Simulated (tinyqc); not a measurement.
Straight dislocations in isotropic elasticity: fields, energies, partials, Peierls stress and walls: one step, computed by the program tinyqc.

The line runs along z, the glide plane is y = 0, and beta is the angle between b and the line (0 screw, 90 degrees edge): b_e = b sin(beta) along +x with the extra half plane at y > 0, b_s = b cos(beta). Stress is positive in tension.

Problem. Force on a second, equal dislocation at that point; binding of a solute. Peach-Koehler force per length on a parallel dislocation with the same b: in the glide plane F_x = s_xy b_e + s_yz b_s, normal to it F_y = -(s_xx b_e + s_xz b_s), which drives climb of the edge part or cross-slip of a screw. A solute with misfit volume dV has the energy p dV, and its dilute concentration is scaled by exp(-p dV/(k_B T)).

Inputs (values chosen for the exercise, modelled on copper): Burgers vector b = 2.556 angstrom; misfit volume of a solute dV = 7.4 angstrom^3; temperature T = 800 K.

Character: 60-degree.

stress (MPa):
```
          x        y         z
x  342.4012  -6.8451   66.1911
y   -6.8451   7.1303   63.5435
z   66.1911  63.5435  120.2388
```

pressure p = -156.5901 MPa

Constants: 1 eV/angstrom^3 = 160.2176634 GPa; k_B = 8.617333262e-05 eV/K.

Give: glide force F_x; normal force F_y; solute energy; concentration ratio.

Solution.

glide force F_x = 6.606 mN/m

normal force F_y = -84.25 mN/m

solute energy = -7.232 meV

concentration ratio = 1.111
